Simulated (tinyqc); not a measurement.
Input admittance of a MOSFET at zero drain bias: distributed channel and distributed gate: one step of the calculation.

Source and drain grounded, strong inversion, w = 2 pi f, Cox = eps0 eox/tox. The channel is an RC line of resistance 1/(mu Cox Vo) per square fed from both ends, so one finger has the intrinsic admittance y = i w Cox L tanh(g)/g per width, g = (1/2) sqrt(i w tau), tau = L^2/(mu Vo). The vertical resistance rv/L is in series with y, the overlaps 2 i w Cov in parallel: y_t = 1/(1/y + rv/L) + 2 i w Cov. The gate strip is a line of Rsh/L per length loaded by y_t, so a finger has Y = y_t Wf tanh(k)/k, k = (Wf/sd) sqrt(y_t Rsh/L); the device has Nf Y.

Problem. Input impedance of the device. k and Y as defined; Z = 1/(Nf Y) = R + 1/(i w C); Q = |Im Z|/R; signal at the point farthest from a contact |1/cosh k|.

Inputs (values chosen for the exercise); values of the order met in silicon radio-frequency transistors:
```
symbol,value,unit,meaning
L,0.39,um,channel length
Wf,9.4,um,finger width
Nf,16,,number of fingers
Rsh,8.2,ohm/square,sheet resistance of the gate
sd,2,,number of ends at which a finger is contacted
f,31,GHz,frequency
```

y_t = 85.70826+597.73995i uS/um

Find: k; Nf Y; R; C; Q; signal at the far point.

Solution.

k = 0.4002+0.3469i
Nf Y = 20.56+86.71i mS
R = 2.589 ohm
C = 470.2 fF
Q = 4.217
signal at the far point = 0.9744

Numbers from tinyqc (`OMP_NUM_THREADS=1 python tinyqc.py 2262218 2262219 out.jsonl`; about 0.01 s on one thread of a shared Intel Xeon 2.30GHz).
